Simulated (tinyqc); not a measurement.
Model-solid line-up of a strained alloy layer on a substrate, step by step. Values are carried at full precision from step to step, so a last printed digit may differ when a step is redone from the rounded ones.

All values of the alloy are linear in x but the gap, Eg(x) = (1 - x) Eg_A + x Eg_B - C x (1 - x), and the valence edge, Ev(x) = (1 - x) Ev_A + x Ev_B + fv C x (1 - x); Ec = Ev + Eg. Ev is the top of the unstrained valence band on a scale common to all materials. In the layer only the Gamma valley of the conduction band is followed, also where an X or L valley would lie lower.

Parameters, chosen for this exercise (A near GaP, B near GaAs, substrate near GaP; the results hold for these values, not for the real material): a = (5.449, 5.654) angstrom (lattice constant of A, B); Eg = (2.875, 1.528) eV (gap at Gamma to the s-like level of A, B); Dso = (0.081, 0.342) eV (spin-orbit splitting of A, B); Ev = (-1.29, -0.81) eV (top of the unstrained valence band of A, B); ac = (-8.16, -7.11) eV (conduction deformation potential of A, B); av = (1.71, 1.15) eV (valence hydrostatic potential of A, B); b = (-1.58, -1.98) eV (tetragonal shear potential of A, B); d = (-4.59, -4.82) eV (trigonal shear potential of A, B); C11 = (139.2, 121.1) GPa (of A, B); C12 = (62.1, 56.5) GPa (of A, B); C44 = (69.8, 60.2) GPa (of A, B); C = 0.162 eV (bowing of the gap); fv = 0.2 (share of the bowing taken by the valence edge); x = 0.68 (fraction of B); a_s = 5.449 angstrom (substrate); face = 001 (growth face); Eg_s = 2.378 eV (lowest gap of the substrate); Ev_s = -1.29 eV (substrate valence edge).

## Values of the alloy

Interpolate.

Alloy at x (a in angstrom, C11, C12, C44 in GPa, all else in eV):
```
symbol     value
a         5.5884
Eg        1.9238
Dso       0.2585
Ev       -0.9565
ac       -7.4460
av        1.3292
b        -1.8520
d        -4.7464
C11     126.8920
C12      58.2920
C44      63.2720
```

## Strain on the (001) substrate

Coherent growth on a (001) face: e_par = (a_s - a)/a, e_perp = -2 (C12/C11) e_par; exx = eyy = e_par, ezz = e_perp, no shear.

Use the values of the alloy.

e_par = -0.024945
e_perp = 0.022918

strain tensor in the cubic axes:
```
           x          y         z
x  -0.024945   0.000000  0.000000
y   0.000000  -0.024945  0.000000
z   0.000000   0.000000  0.022918
```

The layer is under compression in the plane; its volume changes by -2.697 %. Above 2 % only a few nanometres stay coherent, and linear deformation potentials lose accuracy.

## Strained band edges

Strained edges: Ec + ac tr(e); the valence edges are Ev plus the levels of the 6 x 6 matrix of X, Y, Z times spin with -Dso/3 + l exx + m (eyy + ezz) on the diagonal (cyclic), n exy off it, l = av + 2 b, m = av - b, n = sqrt(3) d. Spin-orbit term (Dso/3) L.sigma on X, Y, Z with (L_k)_ij = -i epsilon_kij: <X+|H|Y+> = -i Dso/3, <X+|H|Z-> = Dso/3, <Y+|H|Z-> = -i Dso/3, <Z+|H|X-> = -Dso/3, <Z+|H|Y-> = i Dso/3, <X-|H|Y-> = i Dso/3, and their conjugates; + and - are the spin along z.

Give the hydrostatic shifts, the strain block and the edges.

ac tr(e), av tr(e) (eV): 0.2008  -0.0358

strain block (eV), lower triangle:
```
        X       Y        Z
X  0.0528
Y       0  0.0528
Z       0       0  -0.2131
```

Ec and the three valence edges from the top (eV): 1.1681  -0.9038  -1.0145  -1.3174

strained gap = 2.0718 eV

Strain moves the gap by +148 meV: +237 meV from the volume and -89 meV from the splitting of the valence edge, which always raises the top.

## Offsets against the substrate material

dEc = Ec(substrate) - Ec(layer), dEv = Ev(layer) - Ev(substrate); positive values confine the carrier in the layer. Type I: both of one sign; type II: opposite signs; type III: the gaps do not overlap.

Give also the smallest gap across the interface, min Ec - max Ev.

dEc = -0.0801 eV
dEv = 0.3862 eV

type: II

smallest gap = 1.9918 eV

Electrons collect in the substrate material and holes in the layer. Where the alloy is indirect its X or L edge, left out, lies lower and changes dEc.

## Checks

- Valence edges against the closed form for (001) strain: they agree to 1e-10 or better.

tinyqc: `OMP_NUM_THREADS=1 python tinyqc.py 1080840 1080841 out.jsonl`; about 0.01 s, one thread, shared Intel(R) Xeon(R) Processor @ 2.30GHz.
